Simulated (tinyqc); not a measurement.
Ballistic conductance of a ribbon with a Dirac band by counting modes: one step of the calculation.

Subband edges E_n = hbar v pi |n + al|/W for all integers n (the walls mix the two valleys, so no further valley factor enters); only conduction subbands count, the valence ones being far below Ef. Every mode transmits fully; spin gives the factor 2 in 2 q^2/h.

Problem. Subband edges and their occupation. List the edges below Et; each adds its degeneracy times f = 1/(1 + exp((E_n - Ef)/Vt)) to the thermal mode count.

Values chosen for this exercise: temperature T = 300 K; Dirac velocity v = 9.9e5 m/s; offset of the transverse quantisation al = 0.25; Fermi energy above the Dirac point Ef = 0.398 eV; width W = 21 nm; highest subband edge listed Et = 0.501 eV.

Constants: q = 1.602176634e-19 C, kB = 1.380649e-23 J/K, hbar = 1.054571817e-34 J s, Vt = kB T/q. Results are converted to the units shown.

Wanted: edge; degeneracy; f.

Solution.

```
mode  edge (eV)  degeneracy       f
0       0.02437           1  1.0000
-1      0.07311           1  1.0000
1       0.12185           1  1.0000
-2      0.17060           1  0.9998
2       0.21934           1  0.9990
-3      0.26808           1  0.9935
3       0.31682           1  0.9585
-4      0.36556           1  0.7781
4       0.41431           1  0.3473
-5      0.46305           1  0.0747
```

Program tinyqc, `OMP_NUM_THREADS=1 python tinyqc.py 2740032 2740033 out.jsonl`; Intel Xeon 2.30GHz, shared host, one thread, about 0.04 s.
